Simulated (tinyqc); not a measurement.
FCI on RHF in the sto-3g basis, for H4, spin multiplicity 1, step by step. One step of it, computed by the program tinyqc.

Task: FCI: roots. Diagonalise (each vector has its largest component positive (the first on a tie)); all determinants have Ms = 0, so triplets appear too. The lowest singlet root is the correlation energy.

Occupation strings over the orbitals (2 doubly, a alpha, b beta, 0 empty; spin orbitals ordered 1a 1b 2a 2b ...): 2200 aabb 2020 abab 2002 abba baab 0220 baba 0202 bbaa 0022

H - E(HF) between determinants (hartree), lower triangle:
```
           2200       aabb       2020       abab       2002       abba       baab       0220
2200   0.000000
aabb  -0.012519   0.847233
2020   0.098288   0.096708   0.926121
abab  -0.096708  -0.098288   0.101259   1.038959
2002   0.113557  -0.109226   0.214130   0.197967   1.061936
abba   0.109226  -0.113557  -0.197967  -0.214130  -0.088740   1.064616
baab   0.109226  -0.105546  -0.197967  -0.196699  -0.088740   0.000000   1.064616
0220   0.105546  -0.109226   0.196699   0.197967   0.000000  -0.088740  -0.088740   1.067834
baba  -0.096708  -0.095159   0.101259   0.000000   0.197967  -0.196699  -0.214130   0.197967
0202   0.095159   0.096708   0.000000   0.101259   0.196699  -0.197967  -0.197967   0.214130
bbaa  -0.012519   0.000000   0.096708  -0.095159  -0.109226  -0.105546  -0.113557  -0.109226
0022   0.000000  -0.012519   0.095159  -0.096708   0.105546   0.109226   0.109226   0.113557

           baba      0202       bbaa      0022
baba   1.038959
0202   0.101259  1.156100
bbaa  -0.098288  0.096708   0.847233
0022  -0.096708  0.098288  -0.012519  1.756791
```

Give: lowest roots of this matrix, relative to E(HF); lowest vectors; <S^2> of these roots; weight of the ground state by excitation level 0, 1, 2, ....

Result:

lowest roots of this matrix, relative to E(HF) (hartree): -0.0925  0.4279  0.4347  0.8469  0.8590  1.0304  1.0438  1.0736

lowest vectors:
```
       root 1   root 2  root 3   root 4
2200   0.9522   0.0069  0.0000   0.0000
aabb   0.0055  -0.2837  0.4082   0.7064
2020  -0.1165   0.5187  0.0000   0.0000
abab   0.1035   0.1394  0.4082   0.0140
2002  -0.1118  -0.4306  0.0000   0.0000
abba  -0.1090   0.1442  0.4082   0.0271
baab  -0.1090   0.1442  0.4082  -0.0271
0220  -0.1054  -0.4221  0.0000   0.0000
baba   0.1035   0.1394  0.4082  -0.0140
0202  -0.0929   0.3548  0.0000   0.0000
bbaa   0.0055  -0.2837  0.4082  -0.7064
0022   0.0476  -0.0019  0.0000   0.0000
```

<S^2> of these roots: 0.0000  0.0000  6.0000  2.0000  0.0000  2.0000  0.0000  2.0000

weight of the ground state by excitation level 0, 1, 2, ...: 0.9067  0.0000  0.0911  0.0000  0.0023
